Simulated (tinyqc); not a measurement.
A ladder of methods, and size consistency: correlation methods against full CI in the 6-311g basis, for H2, spin multiplicity 1. Computed by the program tinyqc with PySCF. 

Geometry (angstrom):

| atom | x | y | z |
|---|---|---|---|
| H | 0.0000 | 0.0000 | 0.0000 |
| H | 0.0000 | 0.0000 | 0.6660 |

RHF energy of one = -1.124485 hartree

All electrons correlated; +Q is the Davidson correction (1 - c0^2) E_corr. The last columns treat two copies 100 angstrom apart as one system. FCI is the lowest singlet.

Correlation energies (hartree):

| method | E_corr of one | share of FCI (%) | E_corr of two at 100 angstrom | two minus twice one (mhartree) |
|---|---|---|---|---|
| MP2 | -0.017370 | 71.8882 | -0.034740 | 0.0000 |
| CISD | -0.024162 | 100.0000 | -0.047731 | 0.5939 |
| CISD+Q | -0.024467 | 101.2627 | -0.048887 | 0.0477 |
| CCSD | -0.024162 | 100.0000 | -0.048325 | 0.0000 |
| CCSD(T) | -0.024162 | 100.0000 | -0.048325 | 0.0000 |
| FCI | -0.024162 | 100.0000 | - | - |

MP2 recovers 72 %, CISD 100.0 % and CCSD 100.0 % of the FCI value (c0^2 = 0.987 in CISD). MP2 and coupled cluster are size consistent, so their last column vanishes; CISD loses 0.59 mhartree, since a double excitation on each copy is a quadruple of the pair, and the Davidson correction leaves +0.05. With two electrons, or one virtual orbital, CISD and CCSD are exact for one copy, so +Q overshoots there.
